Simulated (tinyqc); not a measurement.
## Thermoelectric coefficients of a parabolic band, Landauer integrals: best figure of merit against the lattice conductivity

Bulk parabolic band, x = (E - Ec)/kB T, C = hbar^2/(2 m0), kB T in eV. Modes per area gv m kB T x/(4 pi C) times the back-scattering length l0 x^rr give the transport function s0 X(x), s0 = (2 q^2/h) gv m kB T l0/(4 pi C), X = x^(1 + rr). I_k = int X (x - eta)^k w dx, w = 1/(4 cosh^2((x - eta)/2)).

sigma = s0 I_0, S = -(kB/q) I_1/I_0, Lorenz number L = (kB/q)^2 [I_2/I_0 - (I_1/I_0)^2], kappa_e = L sigma T. Power factor S^2 sigma, ZT = S^2 sigma T/(kappa_e + kL). The integrals are converged. For each row eta is chosen to maximise ZT; B = (kB/q)^2 s0 T/kL.

Values chosen for this exercise: temperature T = 200 K; mass of one valley m = 0.5 m0; valleys gv = 2; back-scattering length at x = 1 l0 = 6.9 nm; energy exponent of that length rr = 0.5.

Constants: q = 1.602176634e-19 C, kB = 1.380649e-23 J/K, hbar = 1.054571817e-34 J s, h = 6.62607015e-34 J s, m0 = 9.1093837015e-31 kg, Vt = kB T/q, hbar^2/(2 m0) = 0.0380998212 eV nm^2. Results are converted to the units shown.

Best figure of merit against the lattice conductivity:

| kL (W/(m K)) | B | best eta | best ZT | S there (uV/K) |
|---|---|---|---|---|
| 0.12 | 0.2382 | -0.165 | 1.202 | -254.9 |
| 0.27 | 0.1059 | 0.390 | 0.6886 | -220.4 |
| 0.59 | 0.04844 | 0.899 | 0.3793 | -192.6 |
| 1.3 | 0.02199 | 1.370 | 0.1964 | -170.4 |
| 2.8 | 0.01021 | 1.758 | 0.09906 | -154.4 |
| 6.1 | 0.004686 | 2.055 | 0.04781 | -143.5 |
| 13 | 0.002199 | 2.245 | 0.02304 | -137.1 |
| 29 | 9.856e-4 | 2.362 | 0.01048 | -133.4 |

Read the table: what changes, and by how much?

As B falls from 0.238 to 9.86e-4, the best ZT falls from 1.20 to 0.0105, as B^(0.69) between the first two rows and B^(0.98) between the last two; the best eta moves from -0.17 to 2.36, towards the optimum of the power factor, since kappa_e matters less when kL is large.

Range of the model: Parabolic bands, elastic scattering and a fixed kL make these model figures, not those of a material.

Computed by the program tinyqc: `OMP_NUM_THREADS=1 python tinyqc.py 2800001 2800002 out.jsonl`, one thread of a shared Intel Xeon 2.30GHz, about 0.08 s for the whole run.
